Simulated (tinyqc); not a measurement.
The liquidus: liquidus of a compound AB in a simple-solution melt, liquid-phase epitaxy and vapour pressures. Computed by tinyqc, a small Python program. Command: `OMP_NUM_THREADS=1 python tinyqc.py 3027706 3027707 out.jsonl liq35 walk`. One thread of a shared host (Intel(R) Xeon(R) Processor @ 2.30GHz), about 0.04 s of CPU time with the checks.

x is the atom fraction of B in the melt. The melt is a simple solution: R T ln gamma_B = W (1 - x)^2, R T ln gamma_A = W x^2, W = a + b T. The solid AB is stoichiometric.

Inputs (values chosen for the exercise, modelled on GaSb for the melt):
```
quantity,value,unit
melting point T_F,983,K
entropy of fusion S_F,68,J/(mol K)
interaction a,19,kJ/mol
interaction slope b,-24.2,J/(mol K)
```

Constants: R = 8.314462618 J/(mol K).

Method. Liquidus (Vieland): f(x) = R T ln[4 x (1 - x)] + 2 W (1/2 - x)^2 + S_F (T_F - T) = 0.

Solubility; ideal: W = 0; dilute: (1/4) exp[-(S_F (T_F - T) + W/2)/(R T)]:
```
T (K),x,ideal,dilute,W (kJ/mol)
492,2.9977e-05,7.1335e-05,2.9973e-05,7.0936
570,3.8582e-04,6.6784e-04,3.8534e-04,5.2060
649,2.7548e-03,3.7293e-03,2.7380e-03,3.2942
727,1.2729e-02,1.4238e-02,1.2493e-02,1.4066
806,4.4814e-02,4.3370e-02,4.3083e-02,-0.5052
885,1.2684e-01,1.1409e-01,1.1911e-01,-2.4170
944,2.5353e-01,2.3227e-01,2.2781e-01,-3.8448
973,3.7356e-01,3.5803e-01,3.0442e-01,-4.5466
```

x over the ideal value is 0.42 in the first row and 1.04 in the last, and lies between 0.42 and 1.11: W > 0 lowers the solubility and W < 0 raises it, by about exp(-W/(2 R T)) when dilute. The dilute form is within 5 % in 5 of the eight rows. Near T_F the liquidus closes as a parabola about x = 1/2.

Extremes, crossings and ranges named in words are read from the listed rows.
